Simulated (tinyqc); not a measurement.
# Junction parameters from two forward currents

Inverse problem. D(v) = J1 (exp(v/Vt) - 1) + J2 (exp(v/(2 Vt)) - 1). Find J1, J2 and the voltage 2 Vt ln(J2/J1) near which both parts are equal.

Inputs (values chosen for the exercise):

| symbol | value | unit | meaning |
|---|---|---|---|
| T | 300 | K | temperature |

Constants: q = 1.602176634e-19 C, kB = 1.380649e-23 J/K, Vt = kB T/q. Results are converted to the units shown.

junction voltages (V): [0.32, 0.65]
currents (uA/um): [8.8382665e-6, 0.034267901]

Answer. The current is linear in J1 and J2, so two points give two equations.

J1 = 3.50e-13 uA/um
J2 = 1.80e-8 uA/um
crossover = 0.561 V

tinyqc, about 0.2 s, one thread, Intel Xeon 2.30GHz (shared host): `OMP_NUM_THREADS=1 python tinyqc.py 2182165 2182166 out.jsonl`
